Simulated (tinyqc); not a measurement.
From results back to parameters: standing waves and exposure in a photoresist film. Three cases, with inputs chosen for the exercise.

Problem. Bleaching of a resist on an index-matched plate: T(0) = T12 exp(-(A + B) d), T(end) = T12 exp(-B d), T12 = 1 - ((n1 - 1)/(n1 + 1))^2, and the first slope dT/dD = T(0) C A T12 (1 - exp(-(A + B) d))/(A + B). Here d = dT and D is the dose; A, B and C are hidden.

Find: A; B; C.

Method. A = ln(T(end)/T(0))/d, B = ln(T12/T(end))/d, and the slope then gives C.

Case 1.

Values chosen (out of a larger set: a resist on W, indices near tabulated ones; not measured data): n1 = 1.679 (resist index); dT = 0.241 micrometre (resist thickness on an index-matched plate).

T(0) = 0.760595
T(end) = 0.777272
dT/dD = 0.00016731 cm^2/mJ

Solution.

A = 0.09 1/micrometre
B = 0.77 1/micrometre
C = 0.012 cm^2/mJ

Case 2.

Values chosen (out of a larger set: a resist on W, indices near tabulated ones; not measured data): n1 = 1.694 (resist index); dT = 0.819 micrometre (resist thickness on an index-matched plate).

T(0) = 0.599939
T(end) = 0.881617
dT/dD = 0.0066214 cm^2/mJ

Solution.

A = 0.47 1/micrometre
B = 0.07 1/micrometre
C = 0.038 cm^2/mJ

Case 3.

Values chosen (out of a larger set: a resist on W, indices near tabulated ones; not measured data): n1 = 1.741 (resist index); dT = 0.369 micrometre (resist thickness on an index-matched plate).

T(0) = 0.624551
T(end) = 0.655241
dT/dD = 0.00061947 cm^2/mJ

Solution.

A = 0.13 1/micrometre
B = 0.94 1/micrometre
C = 0.027 cm^2/mJ

Computed by tinyqc, one run a case: `OMP_NUM_THREADS=1 python tinyqc.py N N+1 out.jsonl` with N = 1680145, 1680157, 1680179; one thread of a shared Intel(R) Xeon(R) Processor @ 2.30GHz, about 0.01 s a run at most.
